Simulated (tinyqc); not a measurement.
Charge pumping in an n-channel transistor: two steps of the calculation.

The gate is pulsed from accumulation to inversion and back. Energies E are counted from the intrinsic level; Dit(E) = D0 [1 + b (2 E/Eg)^2]. During each edge the traps near the bands emit their carriers, and those between Eh and Ee recombine once a cycle.

Inputs (values chosen for the exercise); band and dielectric values close to those of silicon: temperature T = 300 K; band gap Eg = 1.13 eV; conduction-band density of states at 300 K Nc = 2.76e19 cm^-3; valence-band density of states at 300 K Nv = 2.62e19 cm^-3; gate area A = 3.5 um^2; trap density at midgap D0 = 1.6e10 cm^-2 eV^-1; rise of the trap density towards the band edges b = 3; cross-section for electrons sn = 9.7e-16 cm^2; cross-section for holes sp = 1.8e-16 cm^2; thermal velocity at 300 K, one nominal value for electrons and holes vth = 1.7e7 cm/s; Vth - Vfb dV = 1.02 V; pulse height Va = 2.9 V; frequency f = 55000 Hz; rise time tr = 380 ns; fall time tf = 310 ns.

Constants: q = 1.602176634e-19 C, kB = 1.380649e-23 J/K, Vt = kB T/q. Results are converted to the units shown.

Question 1. Emission levels. ni = sqrt(Nc Nv) exp(-Eg/(2 Vt)), Eg in volts; emission times te = (dV/Va) tf and th = (dV/Va) tr; Ee = -Vt ln(vth sn ni te), Eh = +Vt ln(vth sp ni th).

Wanted: ni; te; th; Ee; Eh.

Answer 1.

ni = 8.6701e9 cm^-3
te = 109.03 ns
th = 133.66 ns
Ee = 0.28616 eV
Eh = -0.32444 eV

The window covers 54.0 % of the gap.

Question 2. Pumped charge and current. Nit = integral of Dit from Eh to Ee = D0 [Ee - Eh + 4 b (Ee^3 - Eh^3)/(3 Eg^2)], Qcp = q A Nit, Icp = f Qcp.

Ee = 0.28615501 eV
Eh = -0.32443510 eV

Wanted: Nit; mean Dit; traps pumped a cycle; Icp.

Answer 2.

Nit = 1.266e10 cm^-2
mean Dit = 2.073e10 cm^-2 eV^-1
traps pumped a cycle = 442.9
Icp = 3.903 pA

Range of the model: The Fermi levels of inversion and accumulation are taken to lie beyond Ee and Eh, the flat tops to fill all traps, and no geometric current is added.

tinyqc, about 0.01 s, one thread, Intel Xeon 2.30GHz (shared host): `OMP_NUM_THREADS=1 python tinyqc.py 2030135 2030136 out.jsonl`
